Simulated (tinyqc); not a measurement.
Worked calculation (part 1 of 2): UKS/LDA (VWN5) in the sto-6g basis, for Be+, spin multiplicity 2. Computed by tinyqc, a small Python program that keeps every step (integrals from PySCF). Settings: charge = 1, multiplicity = 2, basis = sto-6g, energy threshold = 1e-08, iteration cap = 78, orthogonalisation = symmetric, start = highest core orbitals, DIIS depth = 0, damping = 0.5, method = UKS, functional = lda,vwn, grid = [30, 14]. Command: `OMP_NUM_THREADS=1 python tinyqc.py 20494 20495 out.jsonl` (the two numbers bound the seeds that draw the settings). One thread of a shared host (Intel(R) Xeon(R) Processor @ 2.60GHz), about 0.7 s of CPU time with the checks. Later iterations appear only in the table of the cycle.

## One-electron integrals

Geometry (angstrom):
```
atom       x       y       z
Be    0.0000  0.0000  0.0000
```

Basis sto-6g: exponents (1/bohr^2) and contraction coefficients of normalised primitives:
```
element  l (shell)  exponent  coefficient
Be           s (1)  312.8705       0.0092
Be           s (1)   57.3645       0.0494
Be           s (1)   16.0485       0.1685
Be           s (1)    5.5131       0.3706
Be           s (1)    2.1409       0.4165
Be           s (1)    0.8817       0.1303
Be           s (2)   13.6332      -0.0133
Be           s (2)    2.6984      -0.0470
Be           s (2)    0.8387      -0.0338
Be           s (2)    0.3227       0.2502
Be           s (2)    0.1401       0.5951
Be           s (2)    0.0642       0.2407
Be           p (3)   13.6332       0.0038
Be           p (3)    2.6984       0.0377
Be           p (3)    0.8387       0.1739
Be           p (3)    0.3227       0.4180
Be           p (3)    0.1401       0.4259
Be           p (3)    0.0642       0.1017
```

Overlap, kinetic and nuclear-attraction integrals over the contracted functions; the nuclear repulsion is the sum of Za Zb / Rab.

nuclear repulsion = 0 hartree

overlap S, order 1Be 1s, 1Be 2s, 1Be 2px, 1Be 2py, 1Be 2pz:
$$\begin{pmatrix}
1.0000 & 0.2548 & 0.0000 & 0.0000 & 0.0000 \\
0.2548 & 1.0000 & 0.0000 & 0.0000 & 0.0000 \\
0.0000 & 0.0000 & 1.0000 & 0.0000 & 0.0000 \\
0.0000 & 0.0000 & 0.0000 & 1.0000 & 0.0000 \\
0.0000 & 0.0000 & 0.0000 & 0.0000 & 1.0000
\end{pmatrix}$$

kinetic energy T (hartree), order 1Be 1s, 1Be 2s, 1Be 2px, 1Be 2py, 1Be 2pz:
$$\begin{pmatrix}
6.7688 & -0.2074 & 0.0000 & 0.0000 & 0.0000 \\
-0.2074 & 0.2201 & 0.0000 & 0.0000 & 0.0000 \\
0.0000 & 0.0000 & 0.6613 & 0.0000 & 0.0000 \\
0.0000 & 0.0000 & 0.0000 & 0.6613 & 0.0000 \\
0.0000 & 0.0000 & 0.0000 & 0.0000 & 0.6613
\end{pmatrix}$$

nuclear attraction V (hartree), order 1Be 1s, 1Be 2s, 1Be 2px, 1Be 2py, 1Be 2pz:
$$\begin{pmatrix}
-14.7148 & -1.6507 & 0.0000 & 0.0000 & 0.0000 \\
-1.6507 & -2.3001 & 0.0000 & 0.0000 & 0.0000 \\
0.0000 & 0.0000 & -2.3000 & 0.0000 & 0.0000 \\
0.0000 & 0.0000 & 0.0000 & -2.3000 & 0.0000 \\
0.0000 & 0.0000 & 0.0000 & 0.0000 & -2.3000
\end{pmatrix}$$

core Hamiltonian H = T + V (hartree), order 1Be 1s, 1Be 2s, 1Be 2px, 1Be 2py, 1Be 2pz:
$$\begin{pmatrix}
-7.9460 & -1.8581 & 0.0000 & 0.0000 & 0.0000 \\
-1.8581 & -2.0800 & 0.0000 & 0.0000 & 0.0000 \\
0.0000 & 0.0000 & -1.6387 & 0.0000 & 0.0000 \\
0.0000 & 0.0000 & 0.0000 & -1.6387 & 0.0000 \\
0.0000 & 0.0000 & 0.0000 & 0.0000 & -1.6387
\end{pmatrix}$$

## Two-electron integrals

Functions are numbered as in S; the eight-fold symmetry (ij|kl) = (ji|kl) = (kl|ij) leaves the list below.

Two-electron integrals (ij|kl) in chemists' order, unique and non-zero (hartree):
```
(11|11) 2.3000   (21|11) 0.3619   (21|21) 0.0719   (22|11) 0.5703
(22|21) 0.1397   (22|22) 0.4178   (31|31) 0.0153   (32|31) 0.0226
(32|32) 0.0923   (33|11) 0.5703   (33|21) 0.1397   (33|22) 0.4178
(33|33) 0.4501   (41|41) 0.0153   (42|41) 0.0226   (42|42) 0.0923
(43|43) 0.0243   (44|11) 0.5703   (44|21) 0.1397   (44|22) 0.4178
(44|33) 0.4016   (44|44) 0.4501   (51|51) 0.0153   (52|51) 0.0226
(52|52) 0.0923   (53|53) 0.0243   (54|54) 0.0243   (55|11) 0.5703
(55|21) 0.1397   (55|22) 0.4178   (55|33) 0.4016   (55|44) 0.4016
(55|55) 0.4501
```

## Orthogonalisation

S = U s U^T; symmetric (Loewdin) form X = U s^(-1/2) U^T, so that X^T S X = 1.

eigenvalues of S: [0.7452, 1.0000, 1.0000, 1.0000, 1.2548]

X, order 1Be 1s, 1Be 2s, 1Be 2px, 1Be 2py, 1Be 2pz:
$$\begin{pmatrix}
1.0256 & -0.1328 & 0.0000 & 0.0000 & 0.0000 \\
-0.1328 & 1.0256 & 0.0000 & 0.0000 & 0.0000 \\
0.0000 & 0.0000 & 1.0000 & 0.0000 & 0.0000 \\
0.0000 & 0.0000 & 0.0000 & 1.0000 & 0.0000 \\
0.0000 & 0.0000 & 0.0000 & 0.0000 & 1.0000
\end{pmatrix}$$

## Starting guess

The start is the highest orbitals of the core Hamiltonian (a deliberately bad start); D(s) = C_occ C_occ^T for each spin.

D(alpha) at the start, order 1Be 1s, 1Be 2s, 1Be 2px, 1Be 2py, 1Be 2pz:
$$\begin{pmatrix}
0.0000 & 0.0000 & 0.0000 & 0.0000 & 0.0000 \\
0.0000 & 0.0000 & 0.0000 & 0.0000 & 0.0000 \\
0.0000 & 0.0000 & 0.0000 & 0.0000 & 0.0000 \\
0.0000 & 0.0000 & 0.0000 & 1.0000 & 0.0000 \\
0.0000 & 0.0000 & 0.0000 & 0.0000 & 1.0000
\end{pmatrix}$$

D(beta) at the start, order 1Be 1s, 1Be 2s, 1Be 2px, 1Be 2py, 1Be 2pz:
$$\begin{pmatrix}
0.0000 & 0.0000 & 0.0000 & 0.0000 & 0.0000 \\
0.0000 & 0.0000 & 0.0000 & 0.0000 & 0.0000 \\
0.0000 & 0.0000 & 0.0000 & 0.0000 & 0.0000 \\
0.0000 & 0.0000 & 0.0000 & 0.0000 & 0.0000 \\
0.0000 & 0.0000 & 0.0000 & 0.0000 & 1.0000
\end{pmatrix}$$

## Iteration 1: exchange-correlation on the grid

Becke grid with 30 radial and 14 angular points per atom, points of zero weight dropped. rho = sum D_ij phi_i phi_j; V_xc,ij = sum w v_xc phi_i phi_j; v_xc is d(rho eps)/d rho(s) for spin s.

The 12 grid points with the largest w rho, of 420 (bohr, atomic units):
```
x            y        z       w  rho(alpha)  rho(beta)   eps_xc  v_xc(alpha)
0.0000  0.0000  -1.8845  1.0647      0.0298     0.0298  -0.3381      -0.4414
0.0000  0.0000   1.8845  1.0647      0.0298     0.0298  -0.3381      -0.4414
0.0000  0.0000   2.2676  1.7624      0.0179     0.0179  -0.2892      -0.3772
0.0000  0.0000  -2.2676  1.7624      0.0179     0.0179  -0.2892      -0.3772
0.0000  0.0000  -1.5503  0.6270      0.0436     0.0436  -0.3799      -0.4964
0.0000  0.0000   1.5503  0.6270      0.0436     0.0436  -0.3799      -0.4964
0.0000  0.0000   2.7047  2.8568      0.0093     0.0093  -0.2375      -0.3094
0.0000  0.0000  -2.7047  2.8568      0.0093     0.0093  -0.2375      -0.3094
0.0000  0.0000  -1.2603  0.3582      0.0560     0.0560  -0.4102      -0.5364
0.0000  0.0000   1.2603  0.3582      0.0560     0.0560  -0.4102      -0.5364
0.0000  0.0000   3.2022  4.5541      0.0042     0.0042  -0.1861      -0.2421
0.0000  0.0000  -3.2022  4.5541      0.0042     0.0042  -0.1861      -0.2421
```

electrons on the grid, sum of w rho = 3.0000

E_xc = sum of w rho eps_xc = -0.804550 hartree

V_xc(alpha) (hartree), order 1Be 1s, 1Be 2s, 1Be 2px, 1Be 2py, 1Be 2pz:
$$\begin{pmatrix}
-0.3486 & -0.1031 & 0.0000 & 0.0000 & 0.0000 \\
-0.1031 & -0.3062 & 0.0000 & 0.0000 & 0.0000 \\
0.0000 & 0.0000 & -0.2041 & 0.0000 & 0.0000 \\
0.0000 & 0.0000 & 0.0000 & -0.3518 & 0.0000 \\
0.0000 & 0.0000 & 0.0000 & 0.0000 & -0.3628
\end{pmatrix}$$

V_xc(beta) (hartree), order 1Be 1s, 1Be 2s, 1Be 2px, 1Be 2py, 1Be 2pz:
$$\begin{pmatrix}
-0.2875 & -0.0841 & 0.0000 & 0.0000 & 0.0000 \\
-0.0841 & -0.2544 & 0.0000 & 0.0000 & 0.0000 \\
0.0000 & 0.0000 & -0.1783 & 0.0000 & 0.0000 \\
0.0000 & 0.0000 & 0.0000 & -0.2479 & 0.0000 \\
0.0000 & 0.0000 & 0.0000 & 0.0000 & -0.3370
\end{pmatrix}$$

## Iteration 1: building the Kohn-Sham matrix

J_ij = sum D_kl (ij|kl) with D = D(alpha) + D(beta); F = H + J + V_xc; E = tr D H + tr D J / 2 + E_xc + E_nn.

Coulomb J (hartree), order 1Be 1s, 1Be 2s, 1Be 2px, 1Be 2py, 1Be 2pz:
$$\begin{pmatrix}
1.7110 & 0.4190 & 0.0000 & 0.0000 & 0.0000 \\
0.4190 & 1.2533 & 0.0000 & 0.0000 & 0.0000 \\
0.0000 & 0.0000 & 1.2048 & 0.0000 & 0.0000 \\
0.0000 & 0.0000 & 0.0000 & 1.2533 & 0.0000 \\
0.0000 & 0.0000 & 0.0000 & 0.0000 & 1.3018
\end{pmatrix}$$

F(alpha) (hartree), order 1Be 1s, 1Be 2s, 1Be 2px, 1Be 2py, 1Be 2pz:
$$\begin{pmatrix}
-6.5837 & -1.5422 & 0.0000 & 0.0000 & 0.0000 \\
-1.5422 & -1.1329 & 0.0000 & 0.0000 & 0.0000 \\
0.0000 & 0.0000 & -0.6380 & 0.0000 & 0.0000 \\
0.0000 & 0.0000 & 0.0000 & -0.7372 & 0.0000 \\
0.0000 & 0.0000 & 0.0000 & 0.0000 & -0.6997
\end{pmatrix}$$

F(beta) (hartree), order 1Be 1s, 1Be 2s, 1Be 2px, 1Be 2py, 1Be 2pz:
$$\begin{pmatrix}
-6.5225 & -1.5233 & 0.0000 & 0.0000 & 0.0000 \\
-1.5233 & -1.0811 & 0.0000 & 0.0000 & 0.0000 \\
0.0000 & 0.0000 & -0.6123 & 0.0000 & 0.0000 \\
0.0000 & 0.0000 & 0.0000 & -0.6333 & 0.0000 \\
0.0000 & 0.0000 & 0.0000 & 0.0000 & -0.6739
\end{pmatrix}$$

total energy of this density = -3.792217 hartree

This density is the starting one.

## Iteration 1: diagonalisation and new density

Diagonalise F' = X^T F X, C = X C', fill 2 alpha and 1 beta electrons from the bottom; D(s) = C_occ C_occ^T; the new density keeps 0.5 of the old one (damping). Each column has its largest component positive (the first on a tie).

F' = X^T F X (alpha) (hartree):
$$\begin{pmatrix}
-6.5243 & -0.5981 & 0.0000 & 0.0000 & 0.0000 \\
-0.5981 & -0.8875 & 0.0000 & 0.0000 & 0.0000 \\
0.0000 & 0.0000 & -0.6380 & 0.0000 & 0.0000 \\
0.0000 & 0.0000 & 0.0000 & -0.7372 & 0.0000 \\
0.0000 & 0.0000 & 0.0000 & 0.0000 & -0.6997
\end{pmatrix}$$

orbital energies (alpha) (hartree): MO1 -6.5871, MO2 -0.8247, MO3 -0.7372, MO4 -0.6997, MO5 -0.6380

coefficients C (alpha), order 1Be 1s, 1Be 2s, 1Be 2px, 1Be 2py, 1Be 2pz:
$$\begin{pmatrix}
1.0061 & -0.2391 & 0.0000 & 0.0000 & 0.0000 \\
-0.0251 & 1.0338 & 0.0000 & 0.0000 & 0.0000 \\
0.0000 & 0.0000 & 0.0000 & 0.0000 & 1.0000 \\
0.0000 & 0.0000 & 1.0000 & 0.0000 & 0.0000 \\
0.0000 & 0.0000 & 0.0000 & 1.0000 & 0.0000
\end{pmatrix}$$

F' = X^T F X (beta) (hartree):
$$\begin{pmatrix}
-6.4642 & -0.5932 & 0.0000 & 0.0000 & 0.0000 \\
-0.5932 & -0.8371 & 0.0000 & 0.0000 & 0.0000 \\
0.0000 & 0.0000 & -0.6123 & 0.0000 & 0.0000 \\
0.0000 & 0.0000 & 0.0000 & -0.6333 & 0.0000 \\
0.0000 & 0.0000 & 0.0000 & 0.0000 & -0.6739
\end{pmatrix}$$

orbital energies (beta) (hartree): MO1 -6.5261, MO2 -0.7752, MO3 -0.6739, MO4 -0.6333, MO5 -0.6123

coefficients C (beta), order 1Be 1s, 1Be 2s, 1Be 2px, 1Be 2py, 1Be 2pz:
$$\begin{pmatrix}
1.0063 & -0.2385 & 0.0000 & 0.0000 & 0.0000 \\
-0.0258 & 1.0338 & 0.0000 & 0.0000 & 0.0000 \\
0.0000 & 0.0000 & 0.0000 & 0.0000 & 1.0000 \\
0.0000 & 0.0000 & 0.0000 & 1.0000 & 0.0000 \\
0.0000 & 0.0000 & 1.0000 & 0.0000 & 0.0000
\end{pmatrix}$$

D(alpha) after iteration 1, order 1Be 1s, 1Be 2s, 1Be 2px, 1Be 2py, 1Be 2pz:
$$\begin{pmatrix}
0.5347 & -0.1362 & 0.0000 & 0.0000 & 0.0000 \\
-0.1362 & 0.5347 & 0.0000 & 0.0000 & 0.0000 \\
0.0000 & 0.0000 & 0.0000 & 0.0000 & 0.0000 \\
0.0000 & 0.0000 & 0.0000 & 0.5000 & 0.0000 \\
0.0000 & 0.0000 & 0.0000 & 0.0000 & 0.5000
\end{pmatrix}$$

D(beta) after iteration 1, order 1Be 1s, 1Be 2s, 1Be 2px, 1Be 2py, 1Be 2pz:
$$\begin{pmatrix}
0.5063 & -0.0130 & 0.0000 & 0.0000 & 0.0000 \\
-0.0130 & 0.0003 & 0.0000 & 0.0000 & 0.0000 \\
0.0000 & 0.0000 & 0.0000 & 0.0000 & 0.0000 \\
0.0000 & 0.0000 & 0.0000 & 0.0000 & 0.0000 \\
0.0000 & 0.0000 & 0.0000 & 0.0000 & 0.5000
\end{pmatrix}$$

## Iteration 2: exchange-correlation on the grid

As before.

The 12 grid points with the largest w rho, of 420 (bohr, atomic units):
```
x              y        z       w  rho(alpha)  rho(beta)   eps_xc  v_xc(alpha)
0.0000    0.0000  -1.8845  1.0647      0.0201     0.0149  -0.2883      -0.3858
0.0000    0.0000   1.8845  1.0647      0.0201     0.0149  -0.2883      -0.3858
0.0000    0.0000   2.2676  1.7624      0.0121     0.0089  -0.2470      -0.3299
0.0000    0.0000  -2.2676  1.7624      0.0121     0.0089  -0.2470      -0.3299
0.0000    0.0000  -1.5503  0.6270      0.0292     0.0219  -0.3235      -0.4333
0.0000    0.0000   1.5503  0.6270      0.0292     0.0219  -0.3235      -0.4333
0.0000    0.0000   2.7047  2.8568      0.0063     0.0047  -0.2030      -0.2703
0.0000    0.0000  -2.7047  2.8568      0.0063     0.0047  -0.2030      -0.2703
1.0880   -1.0880   1.0880  1.1978      0.0151     0.0050  -0.2509      -0.3436
1.0880    1.0880   1.0880  1.1978      0.0151     0.0050  -0.2509      -0.3436
1.0880    1.0880  -1.0880  1.1978      0.0151     0.0050  -0.2509      -0.3436
-1.0880  -1.0880  -1.0880  1.1978      0.0151     0.0050  -0.2509      -0.3436
```

electrons on the grid, sum of w rho = 3.0000

E_xc = sum of w rho eps_xc = -1.367038 hartree

V_xc(alpha) (hartree), order 1Be 1s, 1Be 2s, 1Be 2px, 1Be 2py, 1Be 2pz:
$$\begin{pmatrix}
-1.1588 & -0.1665 & 0.0000 & 0.0000 & 0.0000 \\
-0.1665 & -0.3147 & 0.0000 & 0.0000 & 0.0000 \\
0.0000 & 0.0000 & -0.2832 & 0.0000 & 0.0000 \\
0.0000 & 0.0000 & 0.0000 & -0.3265 & 0.0000 \\
0.0000 & 0.0000 & 0.0000 & 0.0000 & -0.3345
\end{pmatrix}$$

V_xc(beta) (hartree), order 1Be 1s, 1Be 2s, 1Be 2px, 1Be 2py, 1Be 2pz:
$$\begin{pmatrix}
-1.1404 & -0.1556 & 0.0000 & 0.0000 & 0.0000 \\
-0.1556 & -0.2556 & 0.0000 & 0.0000 & 0.0000 \\
0.0000 & 0.0000 & -0.2275 & 0.0000 & 0.0000 \\
0.0000 & 0.0000 & 0.0000 & -0.2427 & 0.0000 \\
0.0000 & 0.0000 & 0.0000 & 0.0000 & -0.2965
\end{pmatrix}$$

## Iteration 2: building the Kohn-Sham matrix

As before.

Coulomb J (hartree), order 1Be 1s, 1Be 2s, 1Be 2px, 1Be 2py, 1Be 2pz:
$$\begin{pmatrix}
3.4469 & 0.6394 & 0.0000 & 0.0000 & 0.0000 \\
0.6394 & 1.4022 & 0.0000 & 0.0000 & 0.0000 \\
0.0000 & 0.0000 & 1.3780 & 0.0000 & 0.0000 \\
0.0000 & 0.0000 & 0.0000 & 1.4022 & 0.0000 \\
0.0000 & 0.0000 & 0.0000 & 0.0000 & 1.4265
\end{pmatrix}$$

F(alpha) (hartree), order 1Be 1s, 1Be 2s, 1Be 2px, 1Be 2py, 1Be 2pz:
$$\begin{pmatrix}
-5.6580 & -1.3852 & 0.0000 & 0.0000 & 0.0000 \\
-1.3852 & -0.9925 & 0.0000 & 0.0000 & 0.0000 \\
0.0000 & 0.0000 & -0.5440 & 0.0000 & 0.0000 \\
0.0000 & 0.0000 & 0.0000 & -0.5630 & 0.0000 \\
0.0000 & 0.0000 & 0.0000 & 0.0000 & -0.5467
\end{pmatrix}$$

F(beta) (hartree), order 1Be 1s, 1Be 2s, 1Be 2px, 1Be 2py, 1Be 2pz:
$$\begin{pmatrix}
-5.6395 & -1.3743 & 0.0000 & 0.0000 & 0.0000 \\
-1.3743 & -0.9333 & 0.0000 & 0.0000 & 0.0000 \\
0.0000 & 0.0000 & -0.4882 & 0.0000 & 0.0000 \\
0.0000 & 0.0000 & 0.0000 & -0.4792 & 0.0000 \\
0.0000 & 0.0000 & 0.0000 & 0.0000 & -0.5087
\end{pmatrix}$$

total energy of this density = -9.517621 hartree

This density is a damped mixture and is not idempotent.

## Iteration 2: diagonalisation and new density

As before.

F' = X^T F X (alpha) (hartree):
$$\begin{pmatrix}
-5.5910 & -0.5754 & 0.0000 & 0.0000 & 0.0000 \\
-0.5754 & -0.7663 & 0.0000 & 0.0000 & 0.0000 \\
0.0000 & 0.0000 & -0.5440 & 0.0000 & 0.0000 \\
0.0000 & 0.0000 & 0.0000 & -0.5630 & 0.0000 \\
0.0000 & 0.0000 & 0.0000 & 0.0000 & -0.5467
\end{pmatrix}$$

orbital energies (alpha) (hartree): MO1 -5.6586, MO2 -0.6986, MO3 -0.5630, MO4 -0.5467, MO5 -0.5440

coefficients C (alpha), order 1Be 1s, 1Be 2s, 1Be 2px, 1Be 2py, 1Be 2pz:
$$\begin{pmatrix}
1.0030 & -0.2517 & 0.0000 & 0.0000 & 0.0000 \\
-0.0121 & 1.0341 & 0.0000 & 0.0000 & 0.0000 \\
0.0000 & 0.0000 & 0.0000 & 0.0000 & 1.0000 \\
0.0000 & 0.0000 & 1.0000 & 0.0000 & 0.0000 \\
0.0000 & 0.0000 & 0.0000 & 1.0000 & 0.0000
\end{pmatrix}$$

F' = X^T F X (beta) (hartree):
$$\begin{pmatrix}
-5.5735 & -0.5743 & 0.0000 & 0.0000 & 0.0000 \\
-0.5743 & -0.7067 & 0.0000 & 0.0000 & 0.0000 \\
0.0000 & 0.0000 & -0.4882 & 0.0000 & 0.0000 \\
0.0000 & 0.0000 & 0.0000 & -0.4792 & 0.0000 \\
0.0000 & 0.0000 & 0.0000 & 0.0000 & -0.5087
\end{pmatrix}$$

orbital energies (beta) (hartree): MO1 -5.6404, MO2 -0.6399, MO3 -0.5087, MO4 -0.4882, MO5 -0.4792

coefficients C (beta), order 1Be 1s, 1Be 2s, 1Be 2px, 1Be 2py, 1Be 2pz:
$$\begin{pmatrix}
1.0033 & -0.2505 & 0.0000 & 0.0000 & 0.0000 \\
-0.0134 & 1.0340 & 0.0000 & 0.0000 & 0.0000 \\
0.0000 & 0.0000 & 0.0000 & 1.0000 & 0.0000 \\
0.0000 & 0.0000 & 0.0000 & 0.0000 & 1.0000 \\
0.0000 & 0.0000 & 1.0000 & 0.0000 & 0.0000
\end{pmatrix}$$

D(alpha) after iteration 2, order 1Be 1s, 1Be 2s, 1Be 2px, 1Be 2py, 1Be 2pz:
$$\begin{pmatrix}
0.8021 & -0.2043 & 0.0000 & 0.0000 & 0.0000 \\
-0.2043 & 0.8021 & 0.0000 & 0.0000 & 0.0000 \\
0.0000 & 0.0000 & 0.0000 & 0.0000 & 0.0000 \\
0.0000 & 0.0000 & 0.0000 & 0.2500 & 0.0000 \\
0.0000 & 0.0000 & 0.0000 & 0.0000 & 0.2500
\end{pmatrix}$$

D(beta) after iteration 2, order 1Be 1s, 1Be 2s, 1Be 2px, 1Be 2py, 1Be 2pz:
$$\begin{pmatrix}
0.7565 & -0.0132 & 0.0000 & 0.0000 & 0.0000 \\
-0.0132 & 0.0003 & 0.0000 & 0.0000 & 0.0000 \\
0.0000 & 0.0000 & 0.0000 & 0.0000 & 0.0000 \\
0.0000 & 0.0000 & 0.0000 & 0.0000 & 0.0000 \\
0.0000 & 0.0000 & 0.0000 & 0.0000 & 0.2500
\end{pmatrix}$$

## Iteration 31 (converged): orbitals

converged F(alpha) (hartree), order 1Be 1s, 1Be 2s, 1Be 2px, 1Be 2py, 1Be 2pz:
$$\begin{pmatrix}
-4.2097 & -1.1866 & 0.0000 & 0.0000 & 0.0000 \\
-1.1866 & -0.8142 & 0.0000 & 0.0000 & 0.0000 \\
0.0000 & 0.0000 & -0.3730 & 0.0000 & 0.0000 \\
0.0000 & 0.0000 & 0.0000 & -0.3730 & 0.0000 \\
0.0000 & 0.0000 & 0.0000 & 0.0000 & -0.3730
\end{pmatrix}$$

converged F(beta) (hartree), order 1Be 1s, 1Be 2s, 1Be 2px, 1Be 2py, 1Be 2pz:
$$\begin{pmatrix}
-4.1872 & -1.1762 & 0.0000 & 0.0000 & 0.0000 \\
-1.1762 & -0.7340 & 0.0000 & 0.0000 & 0.0000 \\
0.0000 & 0.0000 & -0.2928 & 0.0000 & 0.0000 \\
0.0000 & 0.0000 & 0.0000 & -0.2928 & 0.0000 \\
0.0000 & 0.0000 & 0.0000 & 0.0000 & -0.2928
\end{pmatrix}$$

Diagonalise F' = X^T F X, C = X C', fill 2 alpha and 1 beta electrons from the bottom; D(s) = C_occ C_occ^T. Each column has its largest component positive (the first on a tie).

F' = X^T F X (alpha) (hartree):
$$\begin{pmatrix}
-4.1187 & -0.5846 & 0.0000 & 0.0000 & 0.0000 \\
-0.5846 & -0.6073 & 0.0000 & 0.0000 & 0.0000 \\
0.0000 & 0.0000 & -0.3730 & 0.0000 & 0.0000 \\
0.0000 & 0.0000 & 0.0000 & -0.3730 & 0.0000 \\
0.0000 & 0.0000 & 0.0000 & 0.0000 & -0.3730
\end{pmatrix}$$

orbital energies (alpha) (hartree): MO1 -4.2135, MO2 -0.5126, MO3 -0.3730, MO4 -0.3730, MO5 -0.3730

coefficients C (alpha), order 1Be 1s, 1Be 2s, 1Be 2px, 1Be 2py, 1Be 2pz:
$$\begin{pmatrix}
0.9911 & -0.2952 & 0.0000 & 0.0000 & 0.0000 \\
0.0330 & 1.0336 & 0.0000 & 0.0000 & 0.0000 \\
0.0000 & 0.0000 & 0.0000 & 0.0000 & 1.0000 \\
0.0000 & 0.0000 & 1.0000 & 0.0000 & 0.0000 \\
0.0000 & 0.0000 & 0.0000 & 1.0000 & 0.0000
\end{pmatrix}$$

F' = X^T F X (beta) (hartree):
$$\begin{pmatrix}
-4.0965 & -0.5874 & 0.0000 & 0.0000 & 0.0000 \\
-0.5874 & -0.5254 & 0.0000 & 0.0000 & 0.0000 \\
0.0000 & 0.0000 & -0.2928 & 0.0000 & 0.0000 \\
0.0000 & 0.0000 & 0.0000 & -0.2928 & 0.0000 \\
0.0000 & 0.0000 & 0.0000 & 0.0000 & -0.2928
\end{pmatrix}$$

orbital energies (beta) (hartree): MO1 -4.1906, MO2 -0.4313, MO3 -0.2928, MO4 -0.2928, MO5 -0.2928

coefficients C (beta), order 1Be 1s, 1Be 2s, 1Be 2px, 1Be 2py, 1Be 2pz:
$$\begin{pmatrix}
0.9916 & -0.2935 & 0.0000 & 0.0000 & 0.0000 \\
0.0311 & 1.0337 & 0.0000 & 0.0000 & 0.0000 \\
0.0000 & 0.0000 & 0.0000 & 1.0000 & 0.0000 \\
0.0000 & 0.0000 & 0.0000 & 0.0000 & 1.0000 \\
0.0000 & 0.0000 & 1.0000 & 0.0000 & 0.0000
\end{pmatrix}$$

D(alpha) after iteration 31, order 1Be 1s, 1Be 2s, 1Be 2px, 1Be 2py, 1Be 2pz:
$$\begin{pmatrix}
1.0694 & -0.2724 & 0.0000 & 0.0000 & 0.0000 \\
-0.2724 & 1.0694 & 0.0000 & 0.0000 & 0.0000 \\
0.0000 & 0.0000 & 0.0000 & 0.0000 & 0.0000 \\
0.0000 & 0.0000 & 0.0000 & 0.0000 & 0.0000 \\
0.0000 & 0.0000 & 0.0000 & 0.0000 & 0.0000
\end{pmatrix}$$

D(beta) after iteration 31, order 1Be 1s, 1Be 2s, 1Be 2px, 1Be 2py, 1Be 2pz:
$$\begin{pmatrix}
0.9833 & 0.0309 & 0.0000 & 0.0000 & 0.0000 \\
0.0309 & 0.0010 & 0.0000 & 0.0000 & 0.0000 \\
0.0000 & 0.0000 & 0.0000 & 0.0000 & 0.0000 \\
0.0000 & 0.0000 & 0.0000 & 0.0000 & 0.0000 \\
0.0000 & 0.0000 & 0.0000 & 0.0000 & 0.0000
\end{pmatrix}$$

Within a degenerate level the vectors are fixed only up to a rotation; this is one choice.
